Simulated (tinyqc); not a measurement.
Worked calculation: extended Hueckel theory, for H3+. The parameters take no account of the charge, which enters only through the electron count. Computed by tinyqc, a small Python program that keeps every step (integrals from PySCF). Settings: charge = 1, K = 1.75, multiplicity = 1. Command: `OMP_NUM_THREADS=1 python tinyqc.py 21245 21246 out.jsonl` (the two numbers bound the seeds that draw the settings). One thread of a shared host (Intel(R) Xeon(R) Processor @ 2.60GHz), about 0.01 s of CPU time with the checks.

## Overlaps

Geometry (angstrom):
```
atom         x         y          z
H     0.000000  0.000000   0.000000
H     0.000000  0.000000   0.929000
H     0.000000  0.000000  -0.929000
```

Parameters chosen for this run:
```
element  shell  Slater exponent   H_ii (eV)
H           1s         1.300000  -13.600000
```

Slater orbitals, each expanded in six Gaussians scaled to its exponent.

overlap S, lower triangle:
```
          1H 1s     2H 1s     3H 1s
1H 1s  1.000000
2H 1s  0.512166  1.000000
3H 1s  0.512166  0.130283  1.000000
```

## Wolfsberg-Helmholz matrix

diagonal H_ii (eV): 1H 1s -13.600000, 2H 1s -13.600000, 3H 1s -13.600000

K = 1.750000

H_ij = K' S_ij (H_ii + H_jj)/2 for i != j (the diagonal keeps H_ii), with K' = 1.75.

H (eV), lower triangle:
```
            1H 1s       2H 1s       3H 1s
1H 1s  -13.600000
2H 1s  -12.189542  -13.600000
3H 1s  -12.189542   -3.100738  -13.600000
```

## Orbitals

valence electrons = 2

Solve H C = S C e through S^(-1/2); fill by pairs from the bottom, a degenerate level sharing its electrons equally; each orbital has its largest coefficient positive (the first on a tie).

orbital energies (eV): -18.109231  -12.072045  6.385858

occupations: 2.000000  0.000000  0.000000

coefficients:
```
            MO1        MO2        MO3
1H 1s  0.503956   0.000000   1.269741
2H 1s  0.389838   0.758221  -0.820718
3H 1s  0.389838  -0.758221  -0.820718
```

sum of one-electron energies = -36.218463 eV

## Mulliken analysis

P = C n C^T; charge = valence electrons (H 1) minus the sum of (P S)_ii on the atom; overlap population = 2 sum P_ij S_ij between two atoms.

charges: 1H 0.089574, 2H 0.455213, 3H 0.455213

Overlap populations:
```
pair     value
2-1   0.402482
3-1   0.402482
3-2   0.079198
```
